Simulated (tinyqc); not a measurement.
Atomic layer deposition: Langmuir saturation, growth per cycle and coating of deep features: one step, computed by the program tinyqc.

Precursor A sticks only on free sites, so a long enough pulse saturates; co-reactant B then frees the sites again.

Task: Exposure for a deep feature. Diffusion-limited filling (Gordon) of a long trench of width w, hydraulic diameter 2w, so that a is replaced by a/2 in the hole formula: t = (q/F)(1 + 19a/8 + 3a^2/8). Reaction-limited filling needs ln(100)/k_a at any depth, k_a = beta F/q. Flow is molecular. The front picture holds when the modulus (a/2) sqrt(beta) is well above 1. Depth reached by the given pulse: solve the same formula for a. Exposure = p x diffusion-limited time; 1 langmuir = 1.33322e-4 Pa s.

Inputs (values chosen for the exercise, modelled on zinc oxide from diethylzinc and water):
```
quantity,value,unit
site density q,7.4,1/nm^2
sticking probability beta on free sites,0.072,-
precursor pressure p,15,Pa
temperature T,200,C
pulse time t,0.00088,s
aspect ratio a,76,-
```

Feature: long trench.

flux F = 163164.2 1/(nm^2 s)

Give: diffusion-limited time; exposure; modulus; aspect ratio reached by the front in time t.

Result:

diffusion-limited time = 0.10647 s

exposure = 11978 langmuir

modulus = 10.196

aspect ratio reached by the front in time t = 4.5212

Caution: for a long trench the a/2 rule ignores the ln(a)/a transmission of a slit, so times at large a are too long. Caution: the pulse is shorter than ln(100)/k_a, so even the open surface is not saturated and the depth reached has no meaning. Caution: the depth reached is formal here: it is under 4/sqrt(beta), so no sharp front has formed.
